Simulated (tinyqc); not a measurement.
Biaxially strained (001) channel, valley splitting in an inversion layer: two steps of the calculation.

A thin layer grown on a relaxed buffer is stretched in the plane. The two valleys with their long axis along the growth direction (D2) sink against the four in-plane ones (D4); confinement in a triangular well splits them too. Only the lowest subband of each set is kept; one relaxation time, so the weakening of intervalley scattering is left out.

Parameters, values chosen for the exercise; values close to those of silicon on relaxed silicon-germanium: temperature T = 300 K; germanium share of the relaxed buffer x = 0.14; lattice mismatch per unit x b1 = 0.0418; elastic constant c11 = 165 GPa; elastic constant c12 = 62.5 GPa; shear deformation potential Xu = 8.87 eV; longitudinal mass ml = 0.92 m0; transverse mass mt = 0.193 m0; confining field F = 0.3 MV/cm; Burgers vector bv = 0.384 nm.

Constants: q = 1.602176634e-19 C, kB = 1.380649e-23 J/K, hbar = 1.054571817e-34 J s, m0 = 9.1093837015e-31 kg, hbar^2/(2 m0) = 0.0380998212 eV nm^2. Results are converted to the units shown.

Question 1. Subband edges and densities of states. Levels E(m) = 2.33811 (hbar^2 q^2 F^2/(2 m))^(1/3): E2 = E(ml), E4 = E(mt) + D; N2 = 2 mt kB T/(pi hbar^2), N4 = 4 sqrt(mt ml) kB T/(pi hbar^2).

D = 91.230907 meV

Wanted: E2; E4; N2; N4.

Answer 1.

E2 = 0.078101 eV
E4 = 0.22267 eV
N2 = 4.1685e12 cm^-2
N4 = 1.8202e13 cm^-2

Of the gap E4 - E2 = 145 meV, confinement gives 53.3 meV.

Question 2. Critical thickness by substitution. Critical thickness (Matthews-Blakeslee, 60-degree dislocations): h = bv (1 - nu/4)[ln(h/bv) + 1]/(4 pi e_par (1 + nu)), nu = c12/(c11 + c12). The right side gives h(new); e_par = b1 x.

h after iteration 1 = 16.250905 nm

Give: h after iteration 2.

Answer 2.

h after iteration 2 = 18.103 nm

Computed by the program tinyqc: `OMP_NUM_THREADS=1 python tinyqc.py 2530123 2530124 out.jsonl`, one thread of a shared Intel Xeon 2.30GHz, about 0.01 s for the whole run.
